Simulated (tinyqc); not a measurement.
Worked calculation: UHF in the sto-3g basis, for BeH, spin multiplicity 2. This run ends on a higher stationary point, not on the lowest solution. One step of it, computed by the program tinyqc.

Task: Iteration 2: building the Fock matrix. J_ij = sum D_kl (ij|kl) with D = D(alpha) + D(beta), K_ij = sum D_kl (ik|jl) for each spin; F = H + J - K(s); E = tr D H + tr D J / 2 - 0.5 sum_s tr D(s) K(s) + E_nn.

D(alpha) after iteration 1, order 1Be 1s, 1Be 2s, 1Be 2px, 1Be 2py, 1Be 2pz, 2H 1s:
```
[[1.061986, -0.247725, -0.083580, 0.041946, -0.046254, 0.072735],
 [-0.247725, 0.974769, 0.226471, -0.224682, 0.140775, -0.326989],
 [-0.083580, 0.226471, 0.053302, -0.050804, 0.032316, -0.078012],
 [0.041946, -0.224682, -0.050804, 0.184654, -0.120074, -0.230318],
 [-0.046254, 0.140775, 0.032316, -0.120074, 0.078541, 0.155309],
 [0.072735, -0.326989, -0.078012, -0.230318, 0.155309, 0.815046]]
```

D(beta) after iteration 1, order 1Be 1s, 1Be 2s, 1Be 2px, 1Be 2py, 1Be 2pz, 2H 1s:
```
[[1.003188, -0.019962, -0.034542, 0.014892, -0.032522, -0.063953],
 [-0.019962, 0.083443, 0.010484, -0.008990, 0.050250, 0.245757],
 [-0.034542, 0.010484, 0.002345, -0.001538, 0.006971, 0.031043],
 [0.014892, -0.008990, -0.001538, 0.001131, -0.005675, -0.026542],
 [-0.032522, 0.050250, 0.006971, -0.005675, 0.030682, 0.148103],
 [-0.063953, 0.245757, 0.031043, -0.026542, 0.148103, 0.723837]]
```

core Hamiltonian H = T + V (hartree), order 1Be 1s, 1Be 2s, 1Be 2px, 1Be 2py, 1Be 2pz, 2H 1s:
```
[[-8.108971, -1.995023, 0.000000, 0.000000, -0.006751, -0.079755],
 [-1.995023, -2.342906, 0.000000, 0.000000, -0.071270, -0.381665],
 [0.000000, 0.000000, -1.860016, 0.000000, 0.000000, 0.000000],
 [0.000000, 0.000000, 0.000000, -1.860016, 0.000000, 0.000000],
 [-0.006751, -0.071270, 0.000000, 0.000000, -1.904110, -0.490882],
 [-0.079755, -0.381665, 0.000000, 0.000000, -0.490882, -1.433869]]
```

Two-electron integrals (ij|kl) in chemists' order, unique and non-zero (hartree):
```
(11|11) 2.298831   (21|11) 0.392036   (21|21) 0.079539   (22|11) 0.570988
(22|21) 0.143041   (22|22) 0.417683   (31|31) 0.014607   (32|31) 0.021888
(32|32) 0.092265   (33|11) 0.569578   (33|21) 0.143083   (33|22) 0.417589
(33|33) 0.449859   (41|41) 0.014607   (42|41) 0.021888   (42|42) 0.092265
(43|43) 0.024249   (44|11) 0.569578   (44|21) 0.143083   (44|22) 0.417589
(44|33) 0.401360   (44|44) 0.449859   (51|51) 0.014607   (52|51) 0.021888
(52|52) 0.092265   (53|53) 0.024249   (54|54) 0.024249   (55|11) 0.569578
(55|21) 0.143083   (55|22) 0.417589   (55|33) 0.401360   (55|44) 0.401360
(55|55) 0.449859   (61|11) 0.014987   (61|21) 0.003051   (61|22) 0.005575
(61|33) 0.005535   (61|44) 0.005535   (61|51) 0.000308   (61|52) 0.000580
(61|55) 0.005656   (61|61) 0.000124   (62|11) 0.066251   (62|21) 0.016999
(62|22) 0.058398   (62|33) 0.055924   (62|44) 0.055924   (62|51) 0.002124
(62|52) 0.015773   (62|55) 0.063278   (62|61) 0.000733   (62|62) 0.016183
(63|31) 0.001091   (63|32) 0.005995   (63|53) 0.002341   (63|63) 0.000993
(64|41) 0.001091   (64|42) 0.005995   (64|54) 0.002341   (64|64) 0.000993
(65|11) 0.084528   (65|21) 0.021837   (65|22) 0.077496   (65|33) 0.073287
(65|44) 0.073287   (65|51) 0.003264   (65|52) 0.023965   (65|55) 0.085820
(65|61) 0.000961   (65|62) 0.023570   (65|65) 0.034668   (66|11) 0.241810
(66|21) 0.062744   (66|22) 0.238942   (66|33) 0.225609   (66|44) 0.225609
(66|51) 0.006726   (66|52) 0.068352   (66|55) 0.265200   (66|61) 0.002685
(66|62) 0.094577   (66|65) 0.142990   (66|66) 0.774606
```

nuclear repulsion = 0.96741720 hartree

Give: Coulomb J; exchange K(alpha); exchange K(beta); F(alpha); F(beta); total energy of this density.

Result:

Coulomb J (hartree), order 1Be 1s, 1Be 2s, 1Be 2px, 1Be 2py, 1Be 2pz, 2H 1s:
```
[[5.754, 1.076, 0.007, -0.009, 0.018, 0.042],
 [1.076, 2.096, 0.038, -0.044, 0.149, 0.373],
 [0.007, 0.038, 2.068, -0.003, 0.002, 0.003],
 [-0.009, -0.044, -0.003, 2.074, -0.007, -0.004],
 [0.018, 0.149, 0.002, -0.007, 2.138, 0.518],
 [0.042, 0.373, 0.003, -0.004, 0.518, 2.091]]
```

exchange K(alpha) (hartree), order 1Be 1s, 1Be 2s, 1Be 2px, 1Be 2py, 1Be 2pz, 2H 1s:
```
[[2.330, 0.400, -0.012, -0.014, -0.003, 0.016],
 [0.400, 0.432, 0.097, -0.122, 0.068, 0.083],
 [-0.012, 0.097, 0.123, -0.022, 0.008, -0.002],
 [-0.014, -0.122, -0.022, 0.179, -0.069, -0.075],
 [-0.003, 0.068, 0.008, -0.069, 0.175, 0.168],
 [0.016, 0.083, -0.002, -0.075, 0.168, 0.639]]
```

exchange K(beta) (hartree), order 1Be 1s, 1Be 2s, 1Be 2px, 1Be 2py, 1Be 2pz, 2H 1s:
```
[[2.297, 0.395, -0.018, 0.007, -0.009, 0.017],
 [0.395, 0.155, 0.002, -0.004, 0.072, 0.153],
 [-0.018, 0.002, 0.028, -0.001, 0.005, 0.008],
 [0.007, -0.004, -0.001, 0.027, -0.004, -0.007],
 [-0.009, 0.072, 0.005, -0.004, 0.097, 0.178],
 [0.017, 0.153, 0.008, -0.007, 0.178, 0.654]]
```

F(alpha) (hartree), order 1Be 1s, 1Be 2s, 1Be 2px, 1Be 2py, 1Be 2pz, 2H 1s:
```
[[-4.684, -1.320, 0.019, 0.005, 0.014, -0.053],
 [-1.320, -0.679, -0.059, 0.078, 0.010, -0.091],
 [0.019, -0.059, 0.085, 0.019, -0.006, 0.004],
 [0.005, 0.078, 0.019, 0.035, 0.061, 0.071],
 [0.014, 0.010, -0.006, 0.061, 0.058, -0.141],
 [-0.053, -0.091, 0.004, 0.071, -0.141, 0.017]]
```

F(beta) (hartree), order 1Be 1s, 1Be 2s, 1Be 2px, 1Be 2py, 1Be 2pz, 2H 1s:
```
[[-4.652, -1.314, 0.025, -0.016, 0.020, -0.055],
 [-1.314, -0.402, 0.036, -0.040, 0.006, -0.162],
 [0.025, 0.036, 0.180, -0.002, -0.004, -0.005],
 [-0.016, -0.040, -0.002, 0.187, -0.003, 0.003],
 [0.020, 0.006, -0.004, -0.003, 0.136, -0.151],
 [-0.055, -0.162, -0.005, 0.003, -0.151, 0.003]]
```

total energy of this density = -14.58406 hartree
